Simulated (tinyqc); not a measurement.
A transmission-line measurement read back: specific resistance of a metal-semiconductor contact and its transmission-line measurement. Computed by tinyqc, a small Python program. Command: `OMP_NUM_THREADS=1 python tinyqc.py 3002486 3002487 out.jsonl contact walk`. One thread of a shared host (Intel(R) Xeon(R) Processor @ 2.30GHz), about 0.01 s of CPU time with the checks.

The barrier is parabolic (depletion approximation), energies E are normal energies counted from the band edge in the neutral semiconductor (downwards for holes), and the bias is zero. xi is an input, held fixed when other inputs move.

Inputs (values chosen for the exercise, modelled on n-type GaN):

| quantity | value | unit |
|---|---|---|
| tunnelling mass m | 0.21 | m_0 |
| permittivity eps | 9.7 | - |
| Richardson constant A* | 26.6 | A/(cm^2 K^2) |
| barrier height phi_B | 0.74 | eV |
| doping N | 1.4e+19 | 1/cm^3 |
| Fermi level above the band edge in the bulk, xi | 0.09 | eV |
| temperature T | 300 | K |
| sheet resistance R_sh | 1900 | ohm |
| contact length d | 2 | micrometre |
| contact width W | 15 | micrometre |

Image-force lowering: left out.

Constants: hbar = 1.054571817e-34 J s; eps_0 = 8.8541878128e-12 F/m; m_0 = 9.1093837015e-31 kg; k_B = 8.617333262e-05 eV/K; e = 1.602176634e-19 C.

Method:
- E_00 = (e hbar/2) sqrt(N/(eps eps_0 m)); band bending E_b = phi_B + xi; depletion width w = sqrt(2 eps eps_0 E_b/(e^2 N)).
- WKB transmission for E < E_b, with a = E/E_b: D = exp{-(E_b/E_00) [sqrt(1 - a) - a ln((1 + sqrt(1 - a))/sqrt(a))]}; D = 1 above.
- At zero bias 1/rho_c = (e A*/k_B^2) int D(E) f(E) dE, f = 1/(1 + exp((E - xi)/k_B T)); 200 Gauss-Legendre points from 0 to E_b, and k_B T ln(1 + exp((xi - E_b)/k_B T)) for the part above the barrier; the share of tunnelling is the part below.
- Transmission-line model: transfer length L_T = sqrt(rho_c/R_sh); R_c = (R_sh L_T/W) coth(d/L_T). Limits: rho_c/(W d) for d << L_T, sqrt(rho_c R_sh)/W for d >> L_T.
- Transmission-line model: transfer length L_T = sqrt(rho_c/R_sh); R_c = (R_sh L_T/W) coth(d/L_T). Two contacts a gap s apart give R = 2 R_c + R_sh s/W. A straight-line fit gives R_sh from the slope and R_c from the intercept; the simple reading takes L_x = R_c W/R_sh as the transfer length and rho_c = R_sh L_x^2.

R_c W = 46008.2 ohm micrometre

contact resistance R_c = 3067.21 ohm

specific contact resistance rho_c = 8.94973e-04 ohm cm^2

Resistances:

| gap s (micrometre) | R (ohm) |
|---|---|
| 24 | 9174 |
| 48 | 12214 |
| 97 | 18421 |
| 190 | 30201 |
| 390 | 55534 |

L_x = 24.215 micrometre

rho_c by the simple reading = 0.011141 ohm cm^2

simple reading over true value = 12.448

What follows from these numbers?

The simple reading is 12.4 times too high, the factor coth^2(d/L_T): it holds only for d above about 2 L_T.
